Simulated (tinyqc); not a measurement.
Metal-interlayer-semiconductor contact, depinning against tunnelling resistance: one step of the calculation.

Zero bias, n-type semiconductor. Gap states at the semiconductor surface thin out as exp(-be ti), which unpins the barrier; electrons must then cross the interlayer (a rectangular barrier, no voltage drop across it) and the parabolic depleted layer, both by WKB. Energies E are counted from the Fermi level; no image force, parabolic bands.

Problem. Pinning, barrier and scales. S = 1/(1 + (1/S0 - 1) exp(-be ti)); phiB = S (phiM - chi) + (1 - S)(Eg - E0); xi = Ec - EF deep inside, from Nd = Nc F(-xi/Vt), F(x) = (2/sqrt(pi)) int_0^infinity sqrt(u) du/(1 + exp(u - x)); band bending U = phiB - xi; E00 = (hbar/2) sqrt(Nd/(eps0 eps_r mt m0)) in volts; A = 4 pi q mA m0 kB^2/h^3.

Inputs (values chosen for the exercise); semiconductor values close to those of 4H silicon carbide; interlayer mass of the order of that in hafnium oxide, offset chosen freely: temperature T = 300 K; band gap Eg = 3.19 eV; relative permittivity eps_r = 9.83; electron affinity chi = 3.71 eV; conduction-band density of states at T Nc = 1.7e19 cm^-3; tunnelling mass in the semiconductor mt = 0.202 m0; Richardson mass mA = 0.361 m0; donor density Nd = 2.2e19 cm^-3; charge-neutrality level above the valence band E0 = 1.8 eV; pinning factor without interlayer S0 = 0.67; metal work function phiM = 3.7 eV; interlayer thickness ti = 0.3 nm; decay constant of gap states through the interlayer be = 4 1/nm.

Constants: q = 1.602176634e-19 C, kB = 1.380649e-23 J/K, eps0 = 8.8541878128e-12 F/m, hbar = 1.054571817e-34 J s, h = 6.62607015e-34 J s, m0 = 9.1093837015e-31 kg, Vt = kB T/q. Results are converted to the units shown.

Give: S; phiB; xi; U; E00; A.

Solution.

S = 0.8708
phiB = 0.1709 eV
xi = -0.01829 eV
U = 0.1891 eV
E00 = 0.06180 eV
A = 43.38 A/(cm^2 K^2)

Computed by the program tinyqc: `OMP_NUM_THREADS=1 python tinyqc.py 2270085 2270086 out.jsonl`, one thread of a shared Intel Xeon 2.30GHz, about 0.02 s for the whole run.
